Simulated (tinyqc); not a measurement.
A particle near a wafer in liquid: double-layer and van der Waals forces (DLVO), deposition barrier and removal: one step, computed by the program tinyqc. Command: `OMP_NUM_THREADS=1 python tinyqc.py 3110544 3110545 out.jsonl dlvo walk`. One thread of a shared host (Intel(R) Xeon(R) Processor @ 2.30GHz), about 0.01 s of CPU time with the checks.

Sphere and flat wall, Derjaguin approximation, constant potentials in the linear-superposition form, no retardation and no hydration force.

Problem. Removing an attached particle. Adhesion F_a = A R/(6 h0^2) [1 + a^2/(R h0)] - kappa Z R exp(-kappa h0), a the contact radius. Drag in a shear flow F_d = 1.7 x 6 pi mu R^2 G, acting at 1.4 R; rolling starts when 1.4 R F_d = a F_a. Wall shear stress = mu G.

Inputs (values chosen for the exercise, of the order of those for polymer latex on silicon in water):
```
quantity,value,unit
particle radius R,260,nm
Hamaker constant A,1.7e-20,J
temperature T,343,K
contact distance h0,0.3,nm
contact radius over R,0.13,-
viscosity,0.4,mPa s
```

kappa = 0.2012807 1/nm

Z = -18.98167 pN

Give: van der Waals adhesion; net adhesion F_a; wall shear stress for rolling; shear rate G.

Solution.

van der Waals adhesion = 1.281e+05 pN

net adhesion F_a = 1.290e+05 pN

wall shear stress for rolling = 5530 Pa

shear rate G = 1.383e+07 1/s
